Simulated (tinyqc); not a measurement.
Which rule serves at which density: Fermi-Dirac statistics of conduction electrons.

F_j(eta) = (1/Gamma(j + 1)) integral_0^infinity x^j dx/(1 + exp(x - eta)), which tends to exp(eta) for eta << 0.

With u = n/Nc: Boltzmann eta = ln u; Joyce-Dixon eta = ln u + u/sqrt(8) - 4.95009e-3 u^2 + 1.48386e-4 u^3 - 4.42563e-6 u^4; Nilsson eta = ln u/(1 - u^2) + v/(1 + (0.24 + 1.08 v)^-2) with v = (3 sqrt(pi) u/4)^(2/3); fully degenerate limit eta = v; exact: F_1/2(eta) = u.

Parameters, chosen for this exercise: u_scale = 1.09 (factor on the ladder of u).

u runs over u_scale times 0.01, 0.03, 0.1, 0.3, 1, 2, 4, 8, 15, 30. Errors are rule minus exact, in kT.

eta and errors:
```
u,eta exact,Boltzmann,Joyce-Dixon,Nilsson,degenerate
0.0109,-4.515,-0.004,0.000,0.001,4.575
0.0327,-3.409,-0.012,0.000,0.000,3.532
0.109,-2.178,-0.038,0.000,-0.003,2.454
0.327,-1.003,-0.115,0.000,-0.005,1.577
1.09,0.466,-0.380,0.000,0.004,0.815
2.18,1.528,-0.749,0.000,0.004,0.505
4.36,2.931,-1.458,0.000,-0.003,0.296
8.72,4.950,-2.784,-0.005,-0.006,0.172
16.4,7.680,-4.885,-0.096,-0.005,0.109
32.7,12.296,-8.808,-2.412,-0.003,0.067
```

Within 0.05 kT: Boltzmann up to u = 0.109, Joyce-Dixon up to u = 8.72 of those listed. Nilsson never errs by more than 0.006 kT. The degenerate limit is still off by +0.067 kT at the last row, since it leaves out the thermal term -pi^2/(12 eta) = -0.067. Boltzmann always falls short, because it lets more than one electron into a state.

Program tinyqc; command `OMP_NUM_THREADS=1 python tinyqc.py 1680579 1680580 out.jsonl`; about 0.01 s on one thread of a shared Intel(R) Xeon(R) Processor @ 2.30GHz.
